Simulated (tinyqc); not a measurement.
# Six-transistor SRAM cell, nodal equations and margins: what changes with what

Two cross-coupled inverters (pull-down bn, pull-up bp) hold the nodes Q and QB; access transistors (ba, threshold VTn, gate on the word line at Vdd when selected) join them to the bit lines. Transistor (EKV form, voltages against the body): I = 2 n b Vt^2 [F(vp - Vs) - F(vp - Vd)] from drain to source, F(v) = ln^2(1 + exp(v/(2 Vt))), vp = (Vg - VT + sg |Vd - Vs|)/n. n-channel bodies are at 0; for the p-channel device all voltages are counted down from Vdd. b in uA/V^2 gives I in uA. For an access transistor the bit line is the drain and the node the source. In a read both bit lines are at Vdd. The cell is symmetric (no mismatch).

Parameters, values chosen for the exercise: temperature T = 273 K; supply voltage Vdd = 0.9 V; slope factor n = 1.27; drain-induced barrier lowering sg = 0.112; n-channel threshold VTn = 0.36 V; p-channel threshold (magnitude) VTp = 0.33 V; gain factor of the pull-down transistor bn = 280 uA/V^2; gain factor of the access transistor ba = 230 uA/V^2; gain factor of the pull-up transistor bp = 87 uA/V^2.

Constants: q = 1.602176634e-19 C, kB = 1.380649e-23 J/K, Vt = kB T/q. Results are converted to the units shown.

Each table varies one quantity; the others keep the values above.

## Effect of the drain-induced barrier lowering

f(x) is the node voltage of one half-cell for input x: In = Ip in hold, In = Ip + Ia in a read. Static noise margin: side of the largest square between the curve (x, f(x)) and its mirror image (f(y), y); with h(c) the root x of f(x) - x = c, it is the maximum over c > 0 of h(c) - h(-c) + c. Q is the low node in a read and Iread the current of its access transistor. The write trip is the voltage to which the bit line of the high node must fall (the other staying at Vdd) for that state to vanish; higher is easier, and a negative value means that a grounded bit line does not write.

Results:

| sg | hold margin (mV) | read margin (mV) | Q in a read (mV) | Iread (uA) | write trip (mV) |
|---|---|---|---|---|---|
| 0.02 | 376.4 | 204.0 | 115.5 | 15.16 | 248.9 |
| 0.05 | 359.6 | 186.4 | 123.3 | 16.15 | 259.6 |
| 0.11 | 326.2 | 151.8 | 138.8 | 18.14 | 279.0 |
| 0.14 | 309.6 | 134.9 | 146.4 | 19.13 | 287.9 |
| 0.17 | 293.1 | 118.3 | 153.9 | 20.12 | 296.7 |

Estimate the missing row, sg = 0.08.

Computed row:

| sg | hold margin (mV) | read margin (mV) | Q in a read (mV) | Iread (uA) | write trip (mV) |
|---|---|---|---|---|---|
| 0.08 | 342.9 | 169.0 | 131.1 | 17.14 | 269.6 |

With this row back in the table: As sg goes from 0.02 to 0.17, the read margin falls from 204 to 118 mV, the write trip rises from 249 to 297 mV and Iread rises from 15.2 to 20.1 uA. The read margin is 0.54 of the hold margin in the first row and 0.40 in the last. Read stability and write ability pull in opposite directions.

## Effect of the gain factor of the access transistor

Same model as above.

The same in every row: hold margin (mV) = 325.0.

Results:

| ba (uA/V^2) | read margin (mV) | Q in a read (mV) | Iread (uA) | write trip (mV) |
|---|---|---|---|---|
| 70 | 225.5 | 60.20 | 8.569 | 66.29 |
| 97 | 206.2 | 77.73 | 10.86 | 139.7 |
| 140 | 183.1 | 101.4 | 13.82 | 207.8 |
| 260 | 142.5 | 149.5 | 19.31 | 294.4 |
| 360 | 121.2 | 177.5 | 22.18 | 329.2 |

Estimate the missing row, ba = 190 uA/V^2.

Computed row:

| ba (uA/V^2) | read margin (mV) | Q in a read (mV) | Iread (uA) | write trip (mV) |
|---|---|---|---|---|
| 190 | 163.2 | 124.0 | 16.49 | 254.4 |

With this row back in the table: As ba goes from 70 to 360 uA/V^2, the read margin falls from 225 to 121 mV, the write trip rises from 66.3 to 329 mV and Iread rises from 8.57 to 22.2 uA. The read margin is 0.69 of the hold margin in the first row and 0.37 in the last. Read stability and write ability pull in opposite directions.

Program tinyqc, `OMP_NUM_THREADS=1 python tinyqc.py 2340145 2340146 out.jsonl`; Intel Xeon 2.30GHz, shared host, one thread, about 0.2 s.
